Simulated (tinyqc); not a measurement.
Diffusion-limited precipitation (Ham) of oxygen in silicon, with curvature and internal gettering: one step, computed by the program tinyqc.

N equal spheres grow from a supersaturated solution; each draws the steady flux of an isolated sphere, and the matrix concentration C falls as they grow.

Problem. Gettering of a fast metal. The precipitates act as perfect sinks: tau_g = 1/(4 pi N r D_m) with r after the time t, D_m = prefactor x exp(-energy/(k_B T_g)); mean spacing N^(-1/3). Temperatures in kelvin are T(C) + 273.15.

Inputs (values chosen for the exercise, modelled on interstitial oxygen and iron in Czochralski silicon):
```
quantity                     value    unit
precipitate density N      3.3e+09  1/cm^3
temperature T                  800       C
metal diffusion prefactor  0.00084  cm^2/s
metal diffusion energy        0.66      eV
gettering temperature T_g      600       C
```

radius r = 2.220701 nm

Constants: k_B = 8.617333262e-05 eV/K.

Give: metal diffusivity D_m; gettering time tau_g; mean spacing.

Solution.

metal diffusivity D_m = 1.303e-07 cm^2/s

gettering time tau_g = 833.7 s

mean spacing = 6.717 um

Caution: one size class, no nucleation, no strain and no self-interstitials: real distributions coarsen, and the sinks work only while the metal is supersaturated.
